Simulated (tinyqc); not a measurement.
From results back to parameters: heavy doping: gap narrowing, degeneracy and the minority density. Three cases, with inputs chosen for the exercise.

Problem. The minority density was computed from a hidden true narrowing dEg.

F_j(eta) = (1/Gamma(j + 1)) integral_0^infinity x^j dx/(1 + exp(x - eta)), which tends to exp(eta) for eta << 0.

Majority: N = Nv F_1/2(eta), eta the distance of EF beyond the majority band edge in kT. Degeneracy factor gam = F_1/2(eta)/exp(eta). ni0^2 = Nc Nv exp(-Eg/kT); product n p = ni0^2 gam exp(dEg/kT), dEg the true narrowing; apparent narrowing dEa = dEg + kT ln gam; minority density = n p/N.

Constants: kB = 8.617333262e-05 eV/K.

Case 1.

Values chosen (gap and densities of states near those of Si at this temperature; narrowing constants near the fits for Si; shifted at random, so the results belong to these values and not to a real crystal): N = 8.4e+17 1/cm^3 (ionised acceptors, equal to the majority density); Eg = 1.107 eV (gap); Nc = 4.2e+19 1/cm^3 (conduction-band density of states); Nv = 1.76e+19 1/cm^3 (valence-band density of states); T = 400 K.

minority density = 1.99948e+07 1/cm^3

Case 2.

Values chosen (gap and densities of states near those of Si at this temperature; narrowing constants near the fits for Si; shifted at random, so the results belong to these values and not to a real crystal): N = 2.7e+19 1/cm^3 (ionised acceptors, equal to the majority density); Eg = 1.082 eV (gap); Nc = 5e+19 1/cm^3 (conduction-band density of states); Nv = 2.07e+19 1/cm^3 (valence-band density of states); T = 450 K.

minority density = 1.49097e+08 1/cm^3

Case 3.

Values chosen (gap and densities of states near those of GaAs at this temperature; narrowing constants of the size fitted for Si, not for this material; shifted at random, so the results belong to these values and not to a real crystal): N = 5.7e+18 1/cm^3 (ionised acceptors, equal to the majority density); Eg = 1.424 eV (gap); Nc = 4.32e+17 1/cm^3 (conduction-band density of states); Nv = 9.57e+18 1/cm^3 (valence-band density of states); T = 300 K.

minority density = 8.18942e-06 1/cm^3

Find: dEa; gam; dEg.

Solution. dEa = kT ln(minority x N/ni0^2); gam follows from N alone, and dEg = dEa - kT ln gam.

Case 1.

dEa = 24.13 meV
gam = 0.9833
dEg = 24.71 meV

Case 2.

dEa = 63.20 meV
gam = 0.6357
dEg = 80.76 meV

Case 3.

dEa = 58.03 meV
gam = 0.8115
dEg = 63.43 meV

Computed by tinyqc, one run a case: `OMP_NUM_THREADS=1 python tinyqc.py N N+1 out.jsonl` with N = 1681913, 1682357, 1682419; one thread of a shared Intel(R) Xeon(R) Processor @ 2.30GHz, about 0.01 s a run at most.
